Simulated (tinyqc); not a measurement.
Inside a calculation. Model: defect equilibria of an oxide against oxygen pressure (mass action). Computed by tinyqc, a small Python program that keeps every step. Command: `OMP_NUM_THREADS=1 python tinyqc.py 3015885 3015886 out.jsonl brouwer walk`. One thread of a shared host (Intel(R) Xeon(R) Processor @ 2.30GHz), about 0.01 s of CPU time with the checks. Intermediate numbers are printed to about 6 digits and carried at full precision; extremes and crossings named in words are read from the listed rows.

Defects: oxygen vacancies V (charge +2), electrons n, holes p, the ionic partner X = O_i'' (charge -2). Activities are taken equal to concentrations.

Inputs (values chosen for the exercise, for a model oxide):
```
quantity,value,unit
reduction enthalpy H_r,5.38,eV
prefactor K_r0,2.1e+69,cm^-9 atm^(1/2)
gap E_g,3.79,eV
prefactor N_c N_v,2.4e+40,cm^-6
disorder enthalpy H_s,2.72,eV
prefactor K_s0,2.6e+44,cm^-6
dopant density N_d,0,cm^-3
temperature T,800,K
oxygen pressure P,0.1,atm
electron mobility mu_n,0.45,cm^2/(V s)
hole mobility mu_p,0.023,cm^2/(V s)
vacancy diffusion prefactor D_0,0.15,cm^2/s
vacancy migration energy E_m,0.8,eV
```

Ionic disorder: anion Frenkel. Dopant (singly charged, fully ionised): none.

Constants: k_B = 8.617333262e-05 eV/K; e = 1.602176634e-19 C.

## Equilibrium constants

K_r = K_r0 exp(-H_r/k_B T) = [V] n^2 P^(1/2); K_i = N_c N_v exp(-E_g/k_B T) = n p; K_s = K_s0 exp(-H_s/k_B T) = [X] [V].

K_r = 2.68974e+35 cm^-9 atm^(1/2)

K_i = 3.19346e+16 cm^-6

K_s = 1.90427e+27 cm^-6

## Trial electron densities

Neutrality: 2 [V] + p = n + 2 [X]. With n as the unknown, [V] = K_r/(n^2 P^(1/2)), p = K_i/n, [X] = K_s/[V]; the log ratio is ln(positive/negative).

Densities (cm^-3):
```
n,[V],p,[X],log ratio
1.00e+09,8.50572e+17,3.19346e+07,2.23881e+09,19.5539
1.00e+10,8.50572e+15,3.19346e+06,2.23881e+11,10.5230
1.00e+11,8.50572e+13,3.19346e+05,2.23881e+13,1.3326
1.00e+12,8.50572e+11,3.19346e+04,2.23881e+15,-7.8758
1.00e+13,8.50572e+09,3.19346e+03,2.23881e+17,-17.0859
```

## Solution at the given pressure

The root is found by 60 bisections in ln n between n = 1e-10 and 1e25 cm^-3.

n = 1.39556e+11 cm^-3

[V] = 4.36728e+13 cm^-3

p = 228830 cm^-3

[X] = 4.36030e+13 cm^-3

The largest terms give the Brouwer balance 2 [V] = 2 [X]; the smaller of the two terms is 100 % of the total charge of one sign.

## Conductivities

sigma_n = e n mu_n, sigma_p = e p mu_p, sigma_ion = 2 e [V] mu_V with mu_V = 2 e D/(k_B T) and D = D_0 exp(-E_m/k_B T); only the oxygen vacancies carry ionic current, and the ionic transport number is sigma_ion over the total.

sigma_n = 1.00617e-08 S/cm

sigma_p = 8.43238e-16 S/cm

sigma_ion = 5.55689e-10 S/cm

total conductivity = 1.06174e-08 S/cm

ionic transport number = 0.0523374

The conductor is mainly n-type electronic here.

## Brouwer diagram

The slope is d log n / d log P from this row and the one above; the last column names the largest term on each side. Pressures that give more than 3e21 cm^-3 are left out.

Log10 of the densities in cm^-3:
```
log10 P (atm),n,[V],p,[X],slope of n,balance
-32,17.2436,16.9426,-0.73932,10.3372,-,2 [V] = n
-28,16.5769,16.2759,-0.07265,11.0038,-0.166667,2 [V] = n
-24,15.9102,15.6093,0.59403,11.6705,-0.166671,2 [V] = n
-20,15.2432,14.9433,1.26104,12.3365,-0.166752,2 [V] = n
-16,14.5695,14.2907,1.93476,12.9890,-0.168431,2 [V] = n
-12,13.8154,13.7989,2.68887,13.4808,-0.188528,2 [V] = n
-8,12.8854,13.6590,3.61889,13.6208,-0.232504,2 [V] = 2 [X]
-4,11.8939,13.6418,4.61031,13.6379,-0.247856,2 [V] = 2 [X]
0,10.8948,13.6401,5.60944,13.6397,-0.249781,2 [V] = 2 [X]
```

Regimes: 2 [V] = n from log P = -32 to -12, where that balance predicts a slope of -1/6 and the table comes as close as -0.167; 2 [V] = 2 [X] from log P = -8 to 0, where that balance predicts a slope of -1/4 and the table comes as close as -0.250.

## Conductivity against oxygen pressure

The formulas are those given above.

Log10 of the conductivities in S/cm:
```
log10 P (atm),n-type,p-type,ionic,total,ionic transport number
-28,-2.56516,-20.5062,-6.61949,-2.56513,0.0000882
-24,-3.23185,-19.8395,-7.28613,-3.23181,0.0000882
-20,-3.89886,-19.1725,-7.95211,-3.89882,0.0000885
-16,-4.57258,-18.4988,-8.60467,-4.57254,0.0000929
-12,-5.32669,-17.7447,-9.09645,-5.32661,0.0001699
-8,-6.25670,-16.8147,-9.23641,-6.25625,0.0010467
-4,-7.24813,-15.8232,-9.25357,-7.24386,0.0097790
0,-8.24725,-14.8241,-9.25532,-8.20659,0.0893851
```

The ionic transport number stays at or below about 0.089: no electrolytic window. The total has no minimum inside this range.

Checks made by the program: the three mass-action laws (relative difference below 1e-10).
